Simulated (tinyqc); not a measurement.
Inside a calculation: pair of shallow donors (hydrogen-like orbitals). Values are carried at full precision from step to step, so a last printed digit may differ when a step is redone from the rounded ones.

Each donor has the orbital exp(-r/a); energy unit Ha* = q/(eps a), q = e^2/(4 pi eps0), so that a lone donor is bound by Ha*/2; x = R/a. One electron: S = (1 + x + x^2/3) exp(-x), j = 1/x - (1 + 1/x) exp(-2x), k = (1 + x) exp(-x); levels E(+/-) = -1/2 - (j +/- k)/(1 +/- S) in Ha*, without the repulsion of the ions, split by D = |E(-) - E(+)|.

Constants: e^2/(4 pi eps0) = 14.39964547 eV angstrom; hbar = 6.58211957e-16 eV s.

Inputs chosen for the exercise (near those of two donors in GaN; the results hold for these values, not for the real material): a = 25.5 angstrom (orbital radius); eps = 9.8 (dielectric constant); R = 65 angstrom (separation); dV = 0.4 D (detuning between the donors, in units of D).

## Distance and integrals

Give Ha*, R, x, S, j, k.

Ha* = 57.622 meV
R = 65.00 angstrom
x = 2.5490

S, j, k: 0.44666  0.38380  0.27739

## One electron on two donors

Give both levels, the splitting D = |E(-) - E(+)| and the tunnelling frequency D/(2 pi hbar).

E(+), E(-) (meV): -55.146  -39.893

D = 15.25 meV
frequency = 3688 GHz

The second ion deepens the mean level by 18.71 meV, against Ha*/x = 22.61 meV for a point charge.

## Detuning by a gate

Two-level picture for one electron: with detuning u = dV D the splitting is sqrt(D^2 + u^2) and the lower state has weight (1 + u/sqrt(D^2 + u^2))/2 on the lower donor; the field needed is u/(e R), 1 meV/angstrom = 100 kV/cm.

splitting = 16.43 meV
weight = 0.686
field = 9.39 kV/cm

## Two electrons and exchange

Two electrons, Heitler-London: with S' = (1 - x + x^2/3) exp(x), C = 1/x - exp(-2x)(1/x + 11/8 + 3x/4 + x^2/6), X = (1/5){exp(-2x)(25/8 - 23x/4 - 3x^2 - x^3/3) + (6/x)[S^2 (0.5772157 + ln x) + S'^2 Ei(-4x) - 2 S S' Ei(-2x)]}, Q = C - 2j + 1/x and A = X - 2 S k + S^2/x, the singlet and triplet lie at (Q +/- w A)/(1 +/- w S^2) from two lone donors, with the valley weight w = 1 (one valley); the exchange is J = triplet - singlet.

Give C, X, Q, A and J.

C, X, Q, A (Ha*): 0.3632  0.1007  -0.01208  -0.06878

J = 7.97e+03 micro-eV

A swap of the two spins takes pi hbar/J = 0.00026 ns (hbar = 6.58212e-16 eV s). Against the one-electron splitting D = 15.3 meV, J/D = 0.52: exchange needs both electrons to tunnel and falls as exp(-2x), D as exp(-x).

## Checks

- Heitler-London binding at x = 1.6425 against the known 0.1160 hartree: both 0.1160.
- Overlap S by quadrature in spheroidal coordinates against the formula: both 0.44666.

Program tinyqc; command `OMP_NUM_THREADS=1 python tinyqc.py 1280463 1280464 out.jsonl`; about 0.01 s on one thread of a shared Intel(R) Xeon(R) Processor @ 2.30GHz.
